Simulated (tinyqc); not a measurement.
Composition and strain of an epitaxial Si(1-x)Ge(x) layer from Raman and X-ray peaks: one step, computed by the program tinyqc.

A (001) layer, biaxially strained in the plane. The Raman peaks follow empirical lines omega = w0 + c1 x + c3 x^3 + b eps (c3 for Si-Ge alone), with eps the in-plane strain.

Problem. Raman peaks. Insert x and eps in the three lines; the strain part is b eps.

Inputs (values chosen for the exercise, modelled on silicon-germanium):
```
quantity                     value  unit
Ge fraction x                 0.25     -
Si-Si: w0                    520.8  1/cm
Si-Si: c1                    -68.2  1/cm
Si-Si: strain coefficient b   -741  1/cm
Si-Ge: w0                      400  1/cm
Si-Ge: c1                     25.3  1/cm
Si-Ge: c3                    -33.4  1/cm
Si-Ge: strain coefficient b   -545  1/cm
Ge-Ge: w0                    280.1  1/cm
Ge-Ge: c1                     19.2  1/cm
Ge-Ge: strain coefficient b   -464  1/cm
```

Substrate: silicon.

in-plane strain eps = -6.199726 per mille

Give: Si-Si peak; Si-Ge peak; Ge-Ge peak; strain parts.

Solution.

Si-Si peak = 508.3 1/cm

Si-Ge peak = 409.2 1/cm

Ge-Ge peak = 287.8 1/cm

strain parts (1/cm): Si-Si 4.594, Si-Ge 3.379, Ge-Ge 2.877

Read as unstrained, the Si-Si peak would give x = 0.183 in place of 0.25.
